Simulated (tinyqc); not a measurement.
# Energy and delay of logic against supply voltage: energy and delay against supply voltage

One expression serves below and above threshold: I(Vg) = Ik [ln(1 + exp((Vg - VT + dd V)/(al nf Vt)))]^al, with I_on = I(V) and I_off = I(0). Gate delay td = kd C V/I_on, clock period LD td. Per gate and cycle the switching energy is act C V^2 and the leakage energy I_off V LD td. No short-circuit current, no variation. Minima are sought above 0.09 V; below a few Vt gates no longer switch and the model has no meaning.

EDP = energy times td.

Values chosen for this exercise; values of the order met in logic technologies: temperature T = 300 K; threshold voltage at zero drain bias VT = 0.42 V; slope factor nf = 1.24; barrier lowering per volt of supply dd = 0.05; specific current of a gate Ik = 1.9 uA; exponent of the current law al = 1.47; load capacitance of a gate C = 0.39 fF; delay factor kd = 0.8; logic depth LD = 20; activity factor act = 0.05.

Constants: q = 1.602176634e-19 C, kB = 1.380649e-23 J/K, Vt = kB T/q. Results are converted to the units shown.

Energy and delay against supply voltage:

| V (V) | I_on (uA) | I_off (nA) | td (ps) | switching (aJ) | leakage (aJ) | energy (aJ) | EDP (fJ ps) |
|---|---|---|---|---|---|---|---|
| 0.15 | 5.263e-4 | 0.004900 | 8.892e4 | 0.4387 | 1.307 | 1.746 | 155.3 |
| 0.27 | 0.02584 | 0.005909 | 3260 | 1.422 | 0.1040 | 1.526 | 4.974 |
| 0.38 | 0.6757 | 0.007015 | 175.5 | 2.816 | 0.009355 | 2.825 | 0.4957 |
| 0.5 | 6.590 | 0.008459 | 23.67 | 4.875 | 0.002002 | 4.877 | 0.1154 |
| 0.62 | 19.70 | 0.01020 | 9.817 | 7.496 | 0.001242 | 7.497 | 0.07360 |
| 0.73 | 35.69 | 0.01211 | 6.382 | 10.39 | 0.001128 | 10.39 | 0.06633 |
| 0.85 | 56.30 | 0.01460 | 4.711 | 14.09 | 0.001169 | 14.09 | 0.06638 |
| 0.97 | 79.69 | 0.01760 | 3.798 | 18.35 | 0.001297 | 18.35 | 0.06969 |
| 1.08 | 103.3 | 0.02090 | 3.262 | 22.74 | 0.001473 | 22.75 | 0.07421 |
| 1.2 | 131.2 | 0.02520 | 2.855 | 28.08 | 0.001726 | 28.08 | 0.08016 |

td falls from 88900 to 2.85 ps; the energy goes from 1.75 through a minimum of 1.53 (at V = 0.27 V among the rows listed) to 28.1 aJ and the EDP goes from 155 through a minimum of 0.0663 (at V = 0.73 V among the rows listed) to 0.0802 fJ ps. The exact minima lie at V = 0.212 V for the energy and 0.784 V for the EDP. Going from 1.2 V to the energy minimum saves a factor of 22.3 in energy and costs a factor of 5890 in delay. Below the minimum the leakage energy rises faster than the switching energy falls, because the clock period grows so steeply.

tinyqc, about 0.01 s, one thread, Intel Xeon 2.30GHz (shared host): `OMP_NUM_THREADS=1 python tinyqc.py 2082184 2082185 out.jsonl`
